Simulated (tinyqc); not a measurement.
Front-illuminated p-i-n photodiode, quantum efficiency and bandwidth: one step of the calculation.

Light enters through a p layer (0 to xp), a depleted layer (xp to xp + wi) and a thick n substrate, decaying as exp(-al x); one pass, no back reflection. Carriers made in the depleted layer are all collected; those in the neutral layers diffuse.

Question. Quantum efficiency. k = al Ln, s = S Ln/Dn, e = exp(-al xp); front layer f1 = (k/(k^2 - 1)) {[s + k - e (s cosh(xp/Ln) + sinh(xp/Ln))]/[s sinh(xp/Ln) + cosh(xp/Ln)] - k e}; depleted layer f2 = e (1 - exp(-al wi)); substrate f3 = e exp(-al wi) al Lp/(1 + al Lp); external efficiency (1 - Rf)(f1 + f2 + f3); responsivity = efficiency q lam/(h c).

Inputs (values chosen for the exercise); values close to those of silicon at this wavelength:
```
symbol  value    unit                                         meaning
lam       850      nm                                      wavelength
al        532    1/cm                          absorption coefficient
Rf        0.1                           reflectance of the front face
xp      0.089      um                  thickness of the front p layer
wi         11      um                 thickness of the depleted layer
Dn        4.7  cm^2/s   electron diffusion coefficient in the p layer
Ln        9.6      um        electron diffusion length in the p layer
S         2e6    cm/s     recombination velocity of the front surface
Lp         20      um  hole diffusion length in the thick n substrate
```

Constants: q = 1.602176634e-19 C, h = 6.62607015e-34 J s, c = 299792458 m/s. Results are converted to the units shown.

Wanted: s; f1; f2; f3; external efficiency; responsivity.

Answer.

s = 408.5
f1 = 0.002854
f2 = 0.4409
f3 = 0.2858
external efficiency = 0.6566
responsivity = 0.4501 A/W

The front layer absorbs 0.472 % of the light that enters and collects 60.4 % of that. Diffusion from the neutral layers makes up 39.6 % of the current.

tinyqc, about 0.01 s, one thread, Intel Xeon 2.30GHz (shared host): `OMP_NUM_THREADS=1 python tinyqc.py 2250013 2250014 out.jsonl`
